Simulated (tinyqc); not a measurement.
Rapid thermal processing of a wafer: radiative balance, ramp and cooling, pattern effects, pyrometer error and spike budget: one step, computed by the program tinyqc. Command: `OMP_NUM_THREADS=1 python tinyqc.py 3113038 3113039 out.jsonl rtp walk`. One thread of a shared host (Intel(R) Xeon(R) Processor @ 2.30GHz), about 0.04 s of CPU time with the checks.

The wafer is opaque and uniform through its thickness unless said otherwise; temperatures in formulas are in kelvin (C + 273.15). sigma = 5.670374419e-12 W/(cm^2 K^4).

Task: Pattern effect. At steady state a sinusoidal change of absorbed power of relative amplitude a and period p gives the temperature amplitude a q/(dq/dT + k d (2 pi/p)^2); healing length l = sqrt(k d/(dq/dT)); process change = E_a dT/(k_B T^2). Emissivity is taken as unchanged.

Inputs (values chosen for the exercise, modelled on a hot silicon wafer):
```
quantity                                        value        unit
wafer thickness d                                 725  micrometre
thermal conductivity k                           0.29    W/(cm K)
wall temperature T_w                              700           K
process temperature                               954           C
relative change of absorptivity over a pattern    9.6           %
period of the pattern                              21          mm
activation energy of the process E_a                4          eV
```

dq/dT = 29.92360 mW/(cm^2 K)

holding power q = 8.789757 W/cm^2

Constants: k_B = 8.617333262e-05 eV/K.

Give: healing length l; amplitude without lateral conduction; amplitude; change of the process rate.

Result:

healing length l = 8.3823 mm

amplitude without lateral conduction = 28.199 K

amplitude = 3.8682 K

change of the process rate = 11.924 %

Lateral conduction cuts the amplitude to 14 %, since p/(2 pi l) = 0.40.
